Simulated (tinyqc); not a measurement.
Inside a calculation. Method: lattice vibrations of a chain. One step of it, computed by the program tinyqc.

Question. Frequencies. omega^2 are the eigenvalues; wavenumber = 521.4708 sqrt(eigenvalue) 1/cm.

D(q) (eV/(angstrom^2 u)):
```
                     1                    2                    3                    4
1             0.645809            -0.544409  -0.101350+0.089352i  -0.034787+0.275367i
2            -0.544409             1.937743            -1.407516  -0.052800+0.046550i
3  -0.101350-0.089352i            -1.407516             4.467532            -0.372691
4  -0.034787-0.275367i  -0.052800-0.046550i            -0.372691             0.420321
```

Give: eigenvalues; wavenumbers; weights |e|^2 of the mass-weighted modes.

Answer.

eigenvalues: 0.0615  0.6496  1.6388  5.1214

wavenumbers (1/cm): 129.3  420.3  667.6  1180.1

weights |e|^2 of the mass-weighted modes:
```
        mode 1  mode 2  mode 3  mode 4
atom 1  0.4085  0.3562  0.2342  0.0011
atom 2  0.1013  0.1180  0.6154  0.1652
atom 3  0.0263  0.0177  0.1268  0.8292
atom 4  0.4638  0.5081  0.0236  0.0045
```
